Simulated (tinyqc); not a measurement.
Well width from the intersubband spacing.

Inverse problem. In an empty well of width L and depth Vb, level k solves kw L/2 = (k - 1) pi/2 + arctan(sqrt((mw/mb)(Vb - E)/E)) with kw = sqrt(mw E/C), C = hbar^2/(2 m0). Find L, E1 and E2 from the spacing.

Values chosen for this exercise; material values those of a made-up well:
```
symbol,value,unit,meaning
mw,0.0676,m0,mass along z in the well
mb,0.0975,m0,mass along z in the barriers
Vb,0.184,eV,barrier height
```

Constants: q = 1.602176634e-19 C, hbar = 1.054571817e-34 J s, m0 = 9.1093837015e-31 kg, hbar^2/(2 m0) = 0.0380998212 eV nm^2. Results are converted to the units shown.

E2 - E1 = 24.247066 meV

Answer. Both levels are solved for trial widths until their difference matches. A second level is bound only for L above 5.50 nm, and over that range one width gives this spacing.

L = 22.0 nm
E1 = 8.10 meV
E2 = 32.3 meV

Program tinyqc, `OMP_NUM_THREADS=1 python tinyqc.py 2140013 2140014 out.jsonl`; Intel Xeon 2.30GHz, shared host, one thread, about 0.2 s.
